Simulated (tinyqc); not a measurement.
From results back to parameters: configuration-coordinate model of carrier capture at a defect. Five cases, with inputs chosen for the exercise.

Problem. For two parabolas of equal curvature the ionisation peak lies at ET + ER, the emission barrier is (ER + ET)^2/(4 ER), and the standard deviation of the band at T = 0 is sqrt(ER hw). The values come from hidden ET, ER and hw.

Case 1.

ionisation peak = 0.8700 eV
emission barrier = 0.245747 eV
standard deviation at T = 0 = 0.107471 eV

Case 2.

ionisation peak = 0.8100 eV
emission barrier = 0.565603 eV
standard deviation at T = 0 = 0.102176 eV

Case 3.

ionisation peak = 0.8100 eV
emission barrier = 0.231021 eV
standard deviation at T = 0 = 0.096073 eV

Case 4.

ionisation peak = 0.7800 eV
emission barrier = 0.223676 eV
standard deviation at T = 0 = 0.094021 eV

Case 5.

ionisation peak = 0.9700 eV
emission barrier = 0.261361 eV
standard deviation at T = 0 = 0.094868 eV

Find: ET, ER, hw; capture barrier.

Solution. ER is the squared peak energy over four times the emission barrier; ET is the rest, hw = variance/ER, and the capture barrier is the emission barrier less ET.

Case 1.

ET, ER, hw (eV): 0.100  0.770  0.015

capture barrier = 0.146 eV

Case 2.

ET, ER, hw (eV): 0.520  0.290  0.036

capture barrier = 0.046 eV

Case 3.

ET, ER, hw (eV): 0.100  0.710  0.013

capture barrier = 0.131 eV

Case 4.

ET, ER, hw (eV): 0.100  0.680  0.013

capture barrier = 0.124 eV

Case 5.

ET, ER, hw (eV): 0.070  0.900  0.010

capture barrier = 0.191 eV

Computed by tinyqc, one run a case: `OMP_NUM_THREADS=1 python tinyqc.py N N+1 out.jsonl` with N = 1451256, 1451279, 1451284, 1451298, 1451313; one thread of a shared Intel(R) Xeon(R) Processor @ 2.30GHz, about 0.01 s a run at most.
